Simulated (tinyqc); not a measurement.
Worked calculation: conductance of a narrow metal strip with scatterers (square lattice, Green functions). Values are carried at full precision from step to step, so a last printed digit may differ when a step is redone from the rounded ones.

A strip of W sites across with hard walls, site energy 0 and hopping -t. Mode n = 1 to W has profile chi_n(j) = sqrt(2/(W + 1)) sin(n j pi/(W + 1)) and energy en = -2t cos(n pi/(W + 1)); E = en - 2t cos(kn a). With z_n = exp(i kn a) (Im k > 0 for closed modes, |z| < 1) each lead gives the self-energy -t z_n in mode n. One column carries the site energies v, here one foreign atom. In the mode basis V_nm = sum_j chi_n(j) v_j chi_m(j), G = (E - en + 2 t z_n - V)^-1, and t_nm = 2t sqrt(sin(kn a) sin(km a)) G_nm in size for open modes. T = sum |t_nm|^2, conductance (2e^2/h) T.

Constants: e^2/h = 3.874045865e-05 S.

Inputs chosen for the exercise (hopping and spacing of the size met in Cu or Al; the lattice is a model; shifted at random, so the results belong to these values and not to a real crystal):
```
symbol  value            unit      meaning
t       1.25             eV        hopping
a       2.77             angstrom  spacing
W       4                          sites across
E       -2.56            eV        Fermi energy
v       (0, -3.1, 0, 0)  eV        site energies in the scattering column
```

## Modes at the Fermi energy

For each n: en, cos(kn a) = (en - E)/(2t), z_n and the velocity 2 t a sin(kn a) (zero if closed).

Modes:
```
n  en (eV)  cos(k a)                 z  dE/dk (eV angstrom)
1  -2.0225   0.21498  0.21498+0.97662i               6.7631
2  -0.7725   0.71498  0.71498+0.69914i               4.8416
3   0.7725   1.33302           0.45158               0.0000
4   2.0225   1.83302           0.29680               0.0000
```

2 of 4 modes are open, so the clean strip has a resistance of 6453 ohm, whatever its length.

## The scatterer in the mode basis

Form V_nm.

V (eV), rows n=1, n=2, n=3, n=4 and columns alike:
```
[[-1.1216, -0.6932, 0.6932, 1.1216],
 [-0.6932, -0.4284, 0.4284, 0.6932],
 [0.6932, 0.4284, -0.4284, -0.6932],
 [1.1216, 0.6932, -0.6932, -1.1216]]
```

A single site couples every mode that has amplitude on it.

## Green function and transmission

E - en + 2 t z_n = 2t (z_n - cos(kn a)). Invert, form |t_nm|^2 = (2t)^2 Im(z_n) Im(z_m) |G_nm|^2 and sum. The added resistance is 1/(2 (e^2/h) T) less the same for the clean strip.

G (1/eV), rows n=1, n=2, n=3, n=4 and columns alike:
```
[[0.1271-0.2352i, 0.1098+0.1506i, -0.1194+0.0871i, -0.1109+0.0808i],
 [0.1098+0.1506i, 0.0948-0.4421i, -0.1031+0.0752i, -0.0957+0.0698i],
 [-0.1194+0.0871i, -0.1031+0.0752i, -0.5134-0.0818i, -0.0553-0.0759i],
 [-0.1109+0.0808i, -0.0957+0.0698i, -0.0553-0.0759i, -0.3118-0.0705i]]
```

|t_nm|^2, rows n=1, n=2, n=3, n=4 and columns alike:
```
[[0.4260, 0.1481, 0, 0],
 [0.1481, 0.6247, 0, 0],
 [0, 0, 0, 0],
 [0, 0, 0, 0]]
```

T = 1.3470
added resistance = 3128 ohm

Mode 1 passes least (0.574) and mode 2 most (0.773); 22.0 % of the transmitted flux changes mode.

## Checks

- Transmitted plus reflected flux against the number of open modes: both 2.00000.

(tinyqc, `OMP_NUM_THREADS=1 python tinyqc.py 1482529 1482530 out.jsonl`, Intel(R) Xeon(R) Processor @ 2.30GHz, 1 thread, shared host, about 0.01 s.)
